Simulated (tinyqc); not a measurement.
# Capacitance measurement on a leaky thin oxide: effects of series resistance and leakage, step by step

Program tinyqc, `OMP_NUM_THREADS=1 python tinyqc.py 2022108 2022109 out.jsonl`; Intel Xeon 2.30GHz, shared host, one thread, about 0.01 s. Printed values are rounded.

The device is a capacitance C in parallel with a leakage conductance G, in series with Rs and Ls. An impedance meter reports either a parallel pair (Cp, Gp) from Y = 1/Z = Gp + i w Cp or a series pair (Cs, Rm) from Z = Rm + 1/(i w Cs); w = 2 pi f, dissipation D = Gp/(w |Cp|).

Parameters, values chosen for the exercise; values of the order met in thin-oxide MOS capacitors: relative permittivity of the gate insulator (close to hafnium oxide) eox = 21.7; insulator thickness tox = 6.9 nm; gate area A = 400 um^2; oxide-equivalent thickness added by the accumulation layer zc = 0.44 nm; oxide-equivalent thickness added by gate depletion zp = 0.3 nm; gate leakage current density, not matched to the thickness Jg = 0.00019 A/cm^2; voltage for an e-fold rise of the leakage Vs = 0.36 V; series resistance Rs = 26 ohm; series inductance Ls = 0 nH; measuring frequency f = 1e6 Hz.

Constants: eps0 = 8.8541878128e-14 F/cm where lengths are in cm. Results are converted to the units shown.

## True capacitance and conductance

EOT = 3.9 tox/eox; CET = EOT + zc + zp; C = 3.9 eps0 A/CET; G = Jg A/Vs.

EOT = 1.240092 nm
CET = 1.980092 nm
C = 6.975702 pF
G = 0.002111111 uS

## What the meter reports

Z = Rs + i w Ls + 1/(G + i w C).

Z = (0.002710-2.281562i) x 1e4 ohm
Cp = 6.975692 pF
Gp = 0.05205798 uS
Cs = 6.975702 pF
D = 0.001187737

Cp is within 0.01 % of C and Cs is within 0.01 % of it; G Rs = 5.49e-8, w C Rs = 0.00114 and G/(w C) = 4.82e-5.
